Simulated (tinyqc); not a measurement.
Inputs raised by 5 %, one at a time: donor in an ellipsoidal valley (Kohn-Luttinger variational method). Computed by tinyqc, a small Python program. Command: `OMP_NUM_THREADS=1 python tinyqc.py 3028085 3028086 out.jsonl kohnlutt sens`. One thread of a shared host (Intel(R) Xeon(R) Processor @ 2.30GHz), about 0.08 s of CPU time with the checks.

H = -(d^2/dx^2 + d^2/dy^2) - gamma d^2/dz^2 - 2/r in units built on m_t, with gamma = m_t/m_l and z along the valley axis. One valley; no valley-orbit or central-cell term.

Inputs (values chosen for the exercise, for a model semiconductor): transverse mass m_t = 0.0614 m_0; longitudinal mass m_l = 0.0952 m_0; dielectric constant eps = 11.2.

Constants: Ry = 13.605693123 eV; a_0 = 0.529177210903 angstrom.

Method:
- Ry* = Ry m_t/eps^2, a* = a_0 eps/m_t, gamma = m_t/m_l.
- Trial function exp(-sqrt((x^2 + y^2)/a^2 + z^2/b^2)) with beta = b/a < 1: E = t/a^2 - u/a, t = (2 + gamma/beta^2)/3, u = 2 arcsin(sqrt(1 - beta^2))/sqrt(1 - beta^2); the best a is 2 t/u and E(beta) = -u^2/(4 t).
- Golden-section search on beta from 0.05 to 0.999, 60 steps.
- Gaussian basis: g = P exp(-al (x^2 + y^2) - be z^2) with P = 1 (s-like), z (2p0) or x (2p+-); al = 0.004 x 2.6^k, k = 0..11, and be/al = 1, gamma^(-1/2) or 1/gamma (36 functions); 1/r = (2/sqrt(pi)) int exp(-t^2 r^2) dt by 48 Gauss-Legendre points after t = sqrt(al_i + al_j) tan(theta); overlap eigenvalues below 1e-10 are dropped.

Runs:

| input moved | from | to | 1s binding energy, trial function (meV) | 2p0 binding energy (meV) | radius a of the 1s trial function (angstrom) | radius b of the 1s trial function (angstrom) |
|---|---|---|---|---|---|---|
| base run | - | - | 7.6615 | 2.1481 | 88.196 | 75.453 |
| transverse mass m_t (m_0) | 0.0614 | 0.06447 | 7.9248 | 2.1943 | 84.813 | 73.825 |
| longitudinal mass m_l (m_0) | 0.0952 | 0.09996 | 7.7761 | 2.2076 | 87.354 | 73.452 |
| dielectric constant eps | 11.2 | 11.76 | 6.9492 | 1.9484 | 92.605 | 79.226 |

Exponents ln(y'/y) / ln(x'/x):

| input | 1s binding energy, trial function | 2p0 binding energy | radius a of the 1s trial function | radius b of the 1s trial function |
|---|---|---|---|---|
| transverse mass m_t | 0.693 | 0.436 | -0.802 | -0.447 |
| longitudinal mass m_l | 0.304 | 0.560 | -0.196 | -0.551 |
| dielectric constant eps | -2.000 | -2.000 | 1.000 | 1.000 |

To which inputs is each result most sensitive?

Among the inputs moved here: 1s binding energy, trial function answers most in size to dielectric constant eps (exponent -2.000), next to transverse mass m_t (+0.693). Its exponent -2.000 in dielectric constant eps: energies scale as 1/eps^2 and lengths as eps. 2p0 binding energy answers most in size to dielectric constant eps (exponent -2.000), next to longitudinal mass m_l (+0.560). Its exponent -2.000 in dielectric constant eps: energies scale as 1/eps^2 and lengths as eps. Radius a of the 1s trial function answers most in size to dielectric constant eps (exponent +1.000), next to transverse mass m_t (-0.802). Its exponent +1.000 in dielectric constant eps: energies scale as 1/eps^2 and lengths as eps. Radius b of the 1s trial function answers most in size to dielectric constant eps (exponent +1.000), next to longitudinal mass m_l (-0.551). Its exponent +1.000 in dielectric constant eps: energies scale as 1/eps^2 and lengths as eps.
